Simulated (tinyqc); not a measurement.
Gas flow in a process chamber: flow regimes, conductance, effective pumping speed, pump-down, outgassing and purge: one step, computed by the program tinyqc.

Ideal gas, isothermal flow, a pump of constant speed at the end of a round pipe; process gas, volume gas and outgassing are given the same properties. 1 sccm = 101325 Pa x 1e-6 m^3/60 s x T/273.15 K.

Question. Molecular flow. Mean speed c = sqrt(8 k_B T/(pi m)); aperture conductance C_a = c pi d^2/16; molecular pipe C_m = C_a/(1 + 3 l/(4 d)) (Dushman form); viscous pipe C_v = pi d^4 p_mean/(128 eta l); Knudsen interpolation C = C_v + C_m (1 + x)/(1 + 1.24 x), x = d p_mean sqrt(m/(k_B T))/eta. Effective speed 1/S_eff = 1/S + 1/C_m; time constant V/S_eff; pressure at which the free path k_B T/(sqrt2 pi d_m^2 p) equals d.

Inputs (values chosen for the exercise, modelled on nitrogen near room temperature):
```
quantity,value,unit
molar mass M,28.01,g/mol
molecular diameter,0.37,nm
temperature T,300,K
chamber volume V,36,L
pipe diameter d,4,cm
pipe length l,11,cm
pump speed S,20,L/s
```

Constants: k_B = 1.380649e-23 J/K; u = 1.6605390666e-27 kg.

Give: mean speed c; C_a; C_m; S_eff in molecular flow; time constant; pressure where the free path equals d.

Answer.

mean speed c = 476.2 m/s

C_a = 149.6 L/s

C_m = 48.85 L/s

S_eff in molecular flow = 14.19 L/s

time constant = 2.537 s

pressure where the free path equals d = 0.1702 Pa

The pipe passes on 71 % of the pump speed.
